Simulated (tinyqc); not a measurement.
Semiconducting tubes compared: carbon nanotube by zone folding.

Circumference C = n a1 + m a2, a = sqrt3 acc; d = a sqrt(n^2 + nm + m^2)/pi; tan(theta) = sqrt3 m/(2n + m); dR = gcd(2n + m, 2m + n); T = t1 a1 + t2 a2 with t1 = (2m + n)/dR, t2 = -(2n + m)/dR, |T| = sqrt3 pi d/dR; N = 2 (n^2 + nm + m^2)/dR hexagons a cell. On cutting line mu = 0 to N - 1 at x = k|T|/(2 pi) the phases are p1 = 2 pi (-t2 mu + m x)/N, p2 = 2 pi (t1 mu - n x)/N, and E = -/+ t |1 + exp(i p1) + exp(i p2)|.

Values chosen for the exercise (out of a larger set: near those used for carbon; not measured data): t = 2.64 eV (hopping); acc = 1.42 angstrom (bond length); tubes = ((15, 10), (11, 4), (10, 9), (12, 11), (14, 6), (9, 1), (15, 5)) (pairs (n, m)).

E11 and E22 are twice the two lowest band edges; the cone gives E11 d = 2 t acc and E22/E11 = 2.

Tubes:

| (n,m) | d (angstrom) | theta (deg) | (n - m) mod 3 | E11 (eV) | E22 (eV) | E11 d/(2 t acc) | E22/E11 |
|---|---|---|---|---|---|---|---|
| (15,10) | 17.06 | 23.4 | 2 | 0.4410 | 0.8670 | 1.004 | 1.966 |
| (11,4) | 10.53 | 14.9 | 1 | 0.6991 | 1.4563 | 0.982 | 2.083 |
| (10,9) | 12.89 | 28.3 | 1 | 0.5796 | 1.1579 | 0.996 | 1.998 |
| (12,11) | 15.60 | 28.6 | 1 | 0.4794 | 0.9582 | 0.997 | 1.998 |
| (14,6) | 13.92 | 17.0 | 2 | 0.5438 | 1.0493 | 1.009 | 1.930 |
| (9,1) | 7.47 | 5.2 | 2 | 1.0322 | 1.8680 | 1.028 | 1.810 |
| (15,5) | 14.11 | 13.9 | 1 | 0.5240 | 1.0842 | 0.986 | 2.069 |

E11 follows 1/d first. For mod 1 the scaled E11 lies below one (0.982 to 0.997) and E22/E11 on both sides of two (1.998 to 2.083). For mod 2 the scaled E11 lies above one (1.004 to 1.028) and E22/E11 below two (1.810 to 1.966). The largest departure of the scaled E11 is that of (9,1); warping acts as cos(3 theta)/d, most for thin tubes near zigzag. Below about 8 angstrom curvature, left out of zone folding, changes the gaps further.

Run: tinyqc, `OMP_NUM_THREADS=1 python tinyqc.py 1481440 1481441 out.jsonl`; Intel(R) Xeon(R) Processor @ 2.30GHz, one thread, shared host; about 0.04 s of CPU time with all checks.
